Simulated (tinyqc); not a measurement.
# Two-diode model of a solar cell: two studies

J is the current delivered and Vj = V + J Rs the junction voltage. J = X JL - J01 (exp(Vj/(n1 Vt)) - 1) - J02 (exp(Vj/(2 Vt)) - 1) - Vj/Rp. The photocurrent does not depend on voltage.

Values chosen for this exercise; values of the order met in cells of cadmium telluride: temperature T = 298.15 K; photocurrent at one sun JL = 23.7 mA/cm^2; concentration X = 0.1 suns; saturation current of the first diode J01 = 3.4e-17 A/cm^2; ideality factor of the first diode n1 = 1; series resistance Rs = 0 ohm cm^2; shunt resistance Rp = 600 ohm cm^2; incident power at one sun Pin = 100 mW/cm^2; saturation current of the second diode (ideality 2) J02 = 7.6e-10 A/cm^2.

Constants: q = 1.602176634e-19 C, kB = 1.380649e-23 J/K, Vt = kB T/q. Results are converted to the units shown.

Each table varies one quantity; the others keep the values above.

## Effect of the saturation current of the second diode (ideality 2)

Jsc at V = 0, Voc at J = 0, the maximum power point where J (1 + 2 Rs G) = G Vj with G = -dJ/dVj; FF = Vmp Jmp/(Voc Jsc); efficiency Vmp Jmp/(X Pin). Empirical fill factor without parasitics FF0 = (v - ln(v + 0.72))/(v + 1), v = Voc/(n1 Vt).

The same in every row: Jsc (mA/cm^2) = 2.370.

Effect of the saturation current of the second diode (ideality 2):
```
J02 (A/cm^2)  Voc (V)  Vmp (V)  Jmp (mA/cm^2)      FF  efficiency (%)     FF0
3e-11          0.7939   0.6488          1.276  0.4401           8.281  0.8604
8e-11          0.7875   0.6308          1.300  0.4394           8.200  0.8595
2e-10          0.7731   0.6057          1.334  0.4409           8.078  0.8576
8e-10          0.7261   0.5590          1.396  0.4534           7.803  0.8508
2e-9           0.6844   0.5253          1.439  0.4662           7.561  0.8441
8e-9           0.6181   0.4721          1.505  0.4851           7.105  0.8320
2e-8           0.5738   0.4359          1.547  0.4959           6.743  0.8227
8e-8           0.5065   0.3804          1.605  0.5086           6.105  0.8061
```

As J02 goes from 3e-11 to 8e-8, Voc falls from 0.794 to 0.506 V, FF goes from 0.440 through a minimum of 0.439 (at J02 = 8e-11 among the rows listed) to 0.509 and the efficiency falls from 8.28 to 6.10 %. Voc changes by -112 mV a decade between the last two rows and -15.1 mV between the first two. In every row the shunt carries over 0.3 of the photocurrent at open circuit, so it pulls Voc down and FF towards the 1/4 of a resistor.

## Effect of the concentration

Same model as above.

Effect of the concentration:
```
X (suns)  Jsc (mA/cm^2)  Voc (V)  Vmp (V)  Jmp (mA/cm^2)      FF  efficiency (%)     FF0
0.01             0.2370   0.1422  0.07110         0.1185  0.2500          0.8425  0.5664
0.04             0.9480   0.5489   0.2840         0.4744  0.2590           3.369  0.8169
0.1               2.370   0.7283   0.5609          1.393  0.4528           7.815  0.8511
0.5               11.85   0.8263   0.6986          10.05  0.7173           14.05  0.8645
2                 47.40   0.8797   0.7656          43.58  0.8001           16.68  0.8708
6                 142.2   0.9150   0.8089          134.0  0.8333           18.07  0.8746
20                474.0   0.9501   0.8498          453.1  0.8551           19.25  0.8781
80                 1896   0.9882   0.8914           1829  0.8700           20.38  0.8817
300                7110    1.023   0.9279           6891  0.8788           21.31  0.8848
```

As X goes from 0.01 to 300, Voc rises from 0.142 to 1.02 V, FF rises from 0.250 to 0.879 and the efficiency rises from 0.843 to 21.3 %. Voc gains 61.2 mV a decade at the top and 676 mV at the bottom (n1 Vt ln 10 = 59.2 mV). For X = 0.01 v is below 10, outside the range of the formula for FF0. For X = 0.01, 0.04, 0.1 the shunt carries over 0.3 of the photocurrent at open circuit, so it pulls Voc down and FF towards the 1/4 of a resistor.

Program tinyqc, `OMP_NUM_THREADS=1 python tinyqc.py 2280018 2280019 out.jsonl`; Intel Xeon 2.30GHz, shared host, one thread, about 0.01 s.
